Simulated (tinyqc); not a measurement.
Two-band k.p model of the X valleys of a zinc-blende crystal: one step. Shape of the lower band. Four cases, with inputs chosen for the exercise.

Problem. Give x, k_m, dE and both masses.

With x = D/D0: for x < 1 the minima lie at k_m = sqrt(ml D0 (1 - x^2)/(4 c)), the hump at X has the height dE = (D0/4)(1 - x)^2 and the mass at the minimum is ml/(1 - x^2); the mass at X is ml/(1 - 1/x), negative for x < 1. For x > 1 the minimum is at X.

Constants: hbar^2/2m0 = 3.80998211 eV angstrom^2.

Case 1.

Values chosen (out of a larger set: of the order of those of GaP; not measured data):
- D = 0.324 eV (splitting of the two conduction levels at X)
- D0 = 0.416 eV (coupling energy)
- ml = 0.894 m0 (mass along the axis from remote bands)

Case 2.

Values chosen (out of a larger set: of the order of those of cubic SiC; not measured data):
- D = 3.28 eV (splitting of the two conduction levels at X)
- D0 = 0.966 eV (coupling energy)
- ml = 0.462 m0 (mass along the axis from remote bands)

Case 3.

Values chosen (out of a larger set: of the order of those of GaP; not measured data):
- D = 0.36 eV (splitting of the two conduction levels at X)
- D0 = 0.408 eV (coupling energy)
- ml = 0.91 m0 (mass along the axis from remote bands)

Case 4.

Values chosen (out of a larger set: of the order of those of cubic SiC; not measured data):
- D = 3.19 eV (splitting of the two conduction levels at X)
- D0 = 1.086 eV (coupling energy)
- ml = 0.416 m0 (mass along the axis from remote bands)

Give: x; k_m; dE; mass at the minimum; mass at X.

Solution.

Case 1.

x = 0.7788
k_m = 0.09798 1/angstrom
dE = 5.087 meV
mass at the minimum = 2.273 m0
mass at X = -3.148 m0

The coupling wins over the splitting, so each X point carries two minima; the hump equals kT at 59 K.

Case 2.

x = 3.3954
k_m = 0.00000 1/angstrom
dE = 0.000 meV
mass at the minimum = 0.655 m0
mass at X = 0.655 m0

The splitting wins, so the minimum stays at X, with a mass raised by a factor of 1.42 through the repulsion from the upper band.

Case 3.

x = 0.8824
k_m = 0.07345 1/angstrom
dE = 1.412 meV
mass at the minimum = 4.109 m0
mass at X = -6.825 m0

The coupling wins over the splitting, so each X point carries two minima; the hump equals kT at 16 K.

Case 4.

x = 2.9374
k_m = 0.00000 1/angstrom
dE = 0.000 meV
mass at the minimum = 0.631 m0
mass at X = 0.631 m0

The splitting wins, so the minimum stays at X, with a mass raised by a factor of 1.52 through the repulsion from the upper band.

Computed by tinyqc, one run a case: `OMP_NUM_THREADS=1 python tinyqc.py N N+1 out.jsonl` with N = 1850987, 1851014, 1851151, 1880128; one thread of a shared Intel(R) Xeon(R) Processor @ 2.30GHz, about 0.01 s a run at most.
